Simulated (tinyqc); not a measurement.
Worked calculation: UHF in the 6-31g basis, for H2+, spin multiplicity 2. One step of it, computed by the program tinyqc.

Task: Iteration 3: DIIS coefficients. Solve [B -1; -1 0][c; lambda] = [0; -1] for the coefficients, which sum to one.

B (overlaps of the stored error matrices):
```
               1              2
1  7.9803626e-03  2.1896206e-03
2  2.1896206e-03  6.0077949e-04
```

Give: DIIS coefficients.

Result:

DIIS coefficients: -0.3781  1.3781
